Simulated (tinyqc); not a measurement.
# Threshold of a short bulk MOSFET: charge sharing, barrier lowering, narrow width: effects of single changes

n-channel device on a p-type body, depletion approximation, full ionisation. Uniform doping N = Na. Vbi from Boltzmann statistics is rough for the degenerate source. Cox = eps0 eox/tox.

Parameters, values chosen for the exercise; band and dielectric values close to those of silicon: temperature T = 300 K; band gap Eg = 1.14 eV; relative permittivity eps_r = 11.6; conduction-band density of states at T Nc = 2.83e19 cm^-3; valence-band density of states at T Nv = 2.68e19 cm^-3; relative permittivity of the gate insulator (close to silicon dioxide) eox = 3.9; insulator thickness tox = 4.6 nm; channel doping Na = 7.4e17 cm^-3; source and drain doping Nsd = 1e20 cm^-3; flat-band voltage for the doping Na Vfb = -0.71 V; junction depth xj = 24 nm; body-source voltage Vbs = -1 V; drain-source voltage Vds = 1 V; gate width W = 320 nm; shape factor of the fringing depletion at the width edges xw = 0; channel length L = 260 nm.

Constants: q = 1.602176634e-19 C, kB = 1.380649e-23 J/K, Vt = kB T/q, eps0 = 8.8541878128e-14 F/cm where lengths are in cm. Results are converted to the units shown.

Each table varies one quantity; the others keep the values above.

## Threshold roll-off against channel length

ni = sqrt(Nc Nv) exp(-Eg/(2 Vt)), Eg in volts; 2 pB = 2 Vt ln(N/ni); flat band Vfb - Vt ln(N/Na); Wd = sqrt(2 eps0 eps_r (2 pB - Vbs)/(q N)); body term q N Wd/Cox; long-channel VT0 = flat band + 2 pB + body term; Vbi = Vt ln(N Nsd/ni^2); scale length l = sqrt((eps_r/eox) tox Wd). Charge sharing (trapezoid; it ignores Vds): F = (xj/L)(sqrt(1 + 2 Wd/xj) - 1), lowering = body term times F. Barrier lowering: th = exp(-L/(2 l)) + 2 exp(-L/l), lowering = th [2 (Vbi - 2 pB) + Vds], DIBL = th. Narrow width: rise = body term times xw Wd/W. VT by each model = VT0 - lowering + rise. DIBL under 0.001 mV/V is printed as 0.

The same in every row: N (cm^-3) = 7.400e17; VT0 (V) = 1.162.

Threshold roll-off against channel length:
```
L (nm),L/l,F,DIBL (mV/V),"VT, charge sharing (V)","VT, barrier lowering (V)"
90,3.190,0.3782,285.2,0.8143,0.8042
130,4.608,0.2618,119.8,0.9212,1.012
190,6.735,0.1791,36.86,0.9971,1.116
270,9.571,0.1261,8.491,1.046,1.151
390,13.82,0.08727,0.9977,1.082,1.160
560,19.85,0.06078,0.04894,1.106,1.162
810,28.71,0.04202,0,1.123,1.162
1200,42.54,0.02836,0,1.136,1.162
1700,60.26,0.02002,0,1.143,1.162
```

What does the table show?

VT by barrier lowering rises from 0.804 to 1.16 V and VT by charge sharing rises from 0.814 to 1.14 V. DIBL is under 100 mV/V from L = 190 nm on among the rows (th = 0.1 at L/l = 4.92). For L = 90 DIBL exceeds 250 mV/V, where the barrier formula is rough.

## Effect of the gate width

Same model as above.

Effect of the gate width:
```
W (nm),N (cm^-3),VT0 (V),L/l,F,DIBL (mV/V),"VT, charge sharing (V)","VT, barrier lowering (V)"
40,7.400e17,1.162,9.216,0.1309,10.17,1.041,1.149
74,7.400e17,1.162,9.216,0.1309,10.17,1.041,1.149
140,7.400e17,1.162,9.216,0.1309,10.17,1.041,1.149
250,7.400e17,1.162,9.216,0.1309,10.17,1.041,1.149
470,7.400e17,1.162,9.216,0.1309,10.17,1.041,1.149
870,7.400e17,1.162,9.216,0.1309,10.17,1.041,1.149
1600,7.400e17,1.162,9.216,0.1309,10.17,1.041,1.149
3000,7.400e17,1.162,9.216,0.1309,10.17,1.041,1.149
```

As W goes from 40 to 3000, VT0 stays at 1.16 V, DIBL stays at 10.2 mV/V, F stays at 0.131 and VT by barrier lowering stays at 1.15 V. The width enters only through the rise xw Wd/W.

tinyqc, about 0.01 s, one thread, Intel Xeon 2.30GHz (shared host): `OMP_NUM_THREADS=1 python tinyqc.py 2002145 2002146 out.jsonl`
